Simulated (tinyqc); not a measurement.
# MOS inversion layer, Poisson-Schroedinger loop: effects of single changes

Electrons confined at an insulator interface at z = 0, treated as a hard wall; parabolic valleys, Hartree approximation, no image or exchange terms. The depletion charge lies far deeper than the electrons and gives a uniform field q Nd/(eps0 eps_r); the gate balances all charge. Energies are counted from the band edge at the interface.

Inputs (values chosen for the exercise); masses and permittivity close to those of In0.53Ga0.47As: temperature T = 300 K; relative permittivity eps_r = 13.9; mass along z of valley set A (1 valley(s)) mz1 = 0.0408 m0; in-plane density-of-states mass of set A md1 = 0.0404 m0; sheet density of electrons Ns = 3.3e11 cm^-2; sheet density of depletion charge Nd = 3.1e11 cm^-2.

Constants: q = 1.602176634e-19 C, kB = 1.380649e-23 J/K, hbar = 1.054571817e-34 J s, m0 = 9.1093837015e-31 kg, Vt = kB T/q, eps0 = 8.8541878128e-14 F/cm where lengths are in cm, hbar^2/(2 m0) = 0.0380998212 eV nm^2. Results are converted to the units shown.

Each table varies one quantity; the others keep the values above.

## Effect of the sheet density of depletion charge

Schroedinger equation -(C/mz) psi'' + (V0 + U) psi = E psi, C = hbar^2/(2 m0), psi(0) = 0, on a uniform mesh of 800 nodes with a far wall at 140 nm, 8 levels a set; V0 = q Nd z/(eps0 eps_r); dU/dz = q (Ns - integral of n from 0 to z)/(eps0 eps_r), U(0) = 0; N_k = g md m0 q Vt/(pi hbar^2) ln(1 + exp((EF - E_k)/Vt)), g the number of valleys of the set, sum N_k = Ns. Triangular well: E_k = a_k (C F^2/mz)^(1/3), a_1 = 2.338107, a_2 = 4.087949, C = hbar^2/(2 m0), F in eV/nm. Fang-Howard (all electrons in the lowest level of set A): b^3 = 6 (mz1/C) q (Nd + 11 Ns/32)/(eps0 eps_r), centroid 3/b, level C b^2/(4 mz1) + (3/b) q (Nd + 11 Ns/16)/(eps0 eps_r). The centroid adds 3.9 z_av/eps_r to an oxide-equivalent thickness. Shares under 0.0001 % are printed as 0.

Effect of the sheet density of depletion charge:
```
Nd (cm^-2),A1 (meV),A2 (meV),EF (meV),share of A1 (%),share of A2 (%),centroid z_av (nm),added oxide equivalent (nm),Fang-Howard centroid (nm)
1e11,65.4,100,52.5,62.6,19.5,16.8,4.70,11.5
1.7e11,72.8,113,63.5,70.0,18.4,13.5,3.78,10.4
3.1e11,87.0,138,82.3,80.3,14.6,10.3,2.89,9.14
5.3e11,108,175,107,89.3,9.14,8.17,2.29,7.95
9.4e11,142,237,144,96.2,3.59,6.54,1.83,6.74
1.6e12,190,323,193,99.1,0.877,5.44,1.53,5.73
2.9e12,272,466,275,99.9,0.0796,4.48,1.26,4.75
5e12,382,660,385,100,0.00312,3.76,1.05,3.98
```

Read the table: what changes, and by how much?

As Nd goes from 1e11 to 5e12, A1 rises from 65.4 to 382 meV, the share of A1 rises from 62.6 to 100 % and the centroid falls from 16.8 to 3.76 nm. A1 goes as Nd^(0.63) between the last two rows (a triangular well in the field of that charge alone gives 2/3). EF lies more than 2 meV above A1 for Nd = 1.6e12, 2.9e12, 5e12. The Fang-Howard centroid is 32 % below the full one in the first row, where A1 holds 62.6 %, and 6.0 % above it in the last, where A1 holds 100 %. For Nd = 1e11 the eighth level of a set still holds over 0.4 % of the electrons, so more levels and a farther wall would raise the centroid. For Nd = 2.9e12, 5e12 the energies exceed 0.25 eV, where non-parabolicity matters for so light a mass.

## Effect of the sheet density of electrons

Schroedinger equation -(C/mz) psi'' + (V0 + U) psi = E psi, C = hbar^2/(2 m0), psi(0) = 0, on a uniform mesh of 800 nodes with a far wall at 72 nm, 8 levels a set; V0 = q Nd z/(eps0 eps_r); dU/dz = q (Ns - integral of n from 0 to z)/(eps0 eps_r), U(0) = 0; N_k = g md m0 q Vt/(pi hbar^2) ln(1 + exp((EF - E_k)/Vt)), g the number of valleys of the set, sum N_k = Ns.

Results:
```
Ns (cm^-2),A1 (meV),A2 (meV),EF (meV),share of A1 (%),share of A2 (%),centroid z_av (nm),added oxide equivalent (nm),Fang-Howard centroid (nm)
1e11,67.3,113,25.9,80.0,14.7,11.0,3.10,9.79
1.7e11,73.5,121,47.6,80.2,14.7,10.8,3.03,9.57
3.1e11,85.3,136,78.6,80.3,14.6,10.4,2.91,9.19
5.3e11,103,158,116,80.3,14.8,9.83,2.76,8.69
1.6e12,173,249,245,78.0,16.8,8.48,2.38,7.21
2.9e12,243,346,371,74.5,19.5,7.73,2.17,6.27
5e12,340,484,548,70.1,22.5,7.06,1.98,5.42
```

Estimate the missing row, Ns = 9.4e11 cm^-2.

Computed row:
```
Ns (cm^-2),A1 (meV),A2 (meV),EF (meV),share of A1 (%),share of A2 (%),centroid z_av (nm),added oxide equivalent (nm),Fang-Howard centroid (nm)
9.4e11,131,195,171,79.7,15.4,9.16,2.57,7.99
```

With this row back in the table: As Ns goes from 1e11 to 5e12, A1 rises from 67.3 to 340 meV, the share of A1 goes from 80.0 through a maximum of 80.3 (at Ns = 3.1e11 among the rows listed) to 70.1 % and the centroid falls from 11.0 to 7.06 nm. A1 goes as Ns^(0.62) between the last two rows (a triangular well in the field of that charge alone gives 2/3). EF lies more than 2 meV above A1 for Ns = 5.3e11, 9.4e11, 1.6e12, 2.9e12, 5e12. The Fang-Howard centroid is 11 % below the full one in the first row, where A1 holds 80.0 %, and 23 % below it in the last, where A1 holds 70.1 %. For Ns = 2.9e12, 5e12 the energies exceed 0.25 eV, where non-parabolicity matters for so light a mass.

Program tinyqc, `OMP_NUM_THREADS=1 python tinyqc.py 2160008 2160009 out.jsonl`; Intel Xeon 2.30GHz, shared host, one thread, about 0.4 s.
